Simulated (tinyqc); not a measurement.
## Tunnelling through a gate dielectric, WKB transmission and Tsu-Esaki current: effect of the barrier height

Electrons leave the emitter at x = 0. Energies E (motion across the layers) are in eV from the emitter Fermi level; the collector Fermi level lies at -V and offers states at every E. No charge in the dielectric and no image force: F1 = V/t1, U = phi1 - F1 x. With C = hbar^2/(2 m0), kappa = sqrt(m (U - E)/C) where U > E and 0 elsewhere; T(E) = exp(-S), S = 2 times the integral of kappa over x.

Each layer adds (2/F) sqrt(m/C) [G(u at its left edge) - G(u at its right edge)] to S, with u = U - E (0 where negative) and G(u) = (2/3) u^1.5. J = J0 times the integral of T(E) N(E) dE, N = ln[(1 + exp(-E/Vt))/(1 + exp((-E - V)/Vt))], J0 = q^2 me m0 kB T/(2 pi^2 hbar^3) (times 1e-4 for A/cm^2 per eV), from E = -Ef to far above the barrier (T = 1 there), by quadrature converged to the digits shown.

Inputs (values chosen for the exercise); dielectric values close to those of zirconium oxide:
```
symbol  value  unit                                            meaning
T          77     K                                        temperature
Ef        4.4    eV  Fermi energy of the emitter above its band bottom
me          1    m0                emitter mass in the supply function
m1       0.26    m0                         tunnelling mass of layer 1
t1          2    nm                               thickness of layer 1
V           1     V                      voltage across the dielectric
```

Constants: q = 1.602176634e-19 C, kB = 1.380649e-23 J/K, hbar = 1.054571817e-34 J s, m0 = 9.1093837015e-31 kg, Vt = kB T/q, hbar^2/(2 m0) = 0.0380998212 eV nm^2. Results are converted to the units shown.

Results:

| phi1 (eV) | S at E = 0 | T(E = 0) | J (A/cm^2) | mean E of the current (eV) |
|---|---|---|---|---|
| 0.7 | 4.080 | 0.01691 | 3.360e6 | -0.2470 |
| 0.83 | 5.268 | 0.005156 | 1.090e6 | -0.2907 |
| 0.96 | 6.552 | 0.001427 | 4.116e5 | -0.3448 |
| 1.09 | 7.739 | 4.353e-4 | 1.846e5 | -0.3834 |
| 1.34 | 9.425 | 8.071e-5 | 4.972e4 | -0.4376 |
| 1.47 | 10.17 | 3.826e-5 | 2.704e4 | -0.4608 |
| 1.6 | 10.86 | 1.919e-5 | 1.525e4 | -0.4818 |

Estimate the missing row, phi1 = 1.21 eV.

Computed row:

| phi1 (eV) | S at E = 0 | T(E = 0) | J (A/cm^2) | mean E of the current (eV) |
|---|---|---|---|---|
| 1.21 | 8.602 | 1.838e-4 | 9.564e4 | -0.4114 |

With this row back in the table: J falls from 3.36e6 to 15200 A/cm^2, on average 2.60 decades for each eV, while S rises from 4.08 to 10.9, as phi1^(1.18) over the table (a flat barrier gives 0.5, a triangular one 1.5). In 2 of the 8 rows S is below 6, where a WKB prefactor of 1 is a rough guess.

Numbers from tinyqc (`OMP_NUM_THREADS=1 python tinyqc.py 2540022 2540023 out.jsonl`; about 0.02 s on one thread of a shared Intel Xeon 2.30GHz).
